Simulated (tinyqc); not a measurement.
Inside a calculation: WKB tunnelling through a gate dielectric with a two-band (Franz) dispersion. Values are carried at full precision from step to step, so a last printed digit may differ when a step is redone from the rounded ones.

Constants: hbar^2/2m0 = 3.80998211 eV angstrom^2.

Inputs chosen for the exercise (of the size used for HfO2 on silicon; the results hold for these values, not for the real material):
- phi = 1.4 eV (barrier above the electron energy at the emitter)
- t = 42 angstrom (thickness)
- V = 1.3 V (voltage across the layer)
- Eg = 5.55 eV (gap of the dielectric)
- m = 0.22 m0 (mass at the conduction edge)

## Shape of the barrier

Field V/t (1 V/angstrom = 100 MV/cm), the end of the forbidden region x_e = min(t, phi t/V), and u there.

field = 3.10 MV/cm
x_e = 42.00 angstrom
u(x_e) = 0.100 eV

V < phi: a trapezoid, direct tunnelling through the whole layer.

## Decay constant through the layer

At depth x the conduction edge lies u(x) = phi - V x/t above the electron. Parabolic: kappa = sqrt(m u/c). Franz: kappa = sqrt(m u (1 - u/Eg)/c), which vanishes at both band edges. c = hbar^2/2m0. T = exp(-2 integral of kappa dx) over the region u > 0; no image force, no prefactor, zero transverse momentum. The region ends at x_e = min(t, phi t/V); x_e < t is the Fowler-Nordheim regime.

Nine points x = j x_e/8.

kappa (1/angstrom):
```
x (angstrom)  u (eV)  parabolic   Franz
0.000         1.4000     0.2843  0.2459
5.250         1.2375     0.2673  0.2356
10.500        1.0750     0.2491  0.2237
15.750        0.9125     0.2295  0.2098
21.000        0.7500     0.2081  0.1935
26.250        0.5875     0.1842  0.1742
31.500        0.4250     0.1567  0.1505
36.750        0.2625     0.1231  0.1202
42.000        0.1000     0.0760  0.0753
```

At the emitter the Franz value is 13.5 % below the parabolic one, the factor sqrt(1 - phi/Eg).

## The integrals by Simpson's rule

Weights 1, 4, 2, 4, 2, 4, 2, 4, 1 times a third of the spacing.

integral of kappa dx: parabolic 8.408, Franz 7.728

## The integrals in closed form

Parabolic: (2/3) sqrt(m/c) (t/V) (phi^(3/2) - u_e^(3/2)). Franz: sqrt(m/c) Eg^(3/2) (t/V) (f(phi/Eg) - f(u_e/Eg)) with f(y) = ((2y - 1) sqrt(y (1 - y)) + arcsin(sqrt y))/4. u_e = max(phi - V, 0). T = exp(-2 I).

integral of kappa dx: parabolic 8.4098, Franz 7.7294

T: parabolic 4.96e-08, Franz 1.93e-07

The two-band dispersion raises T by a factor 3.9.

## Checks

- Franz integral in closed form against adaptive quadrature: both 7.72936.

(tinyqc, `OMP_NUM_THREADS=1 python tinyqc.py 1450123 1450124 out.jsonl`, Intel(R) Xeon(R) Processor @ 2.30GHz, 1 thread, shared host, about 0.01 s.)
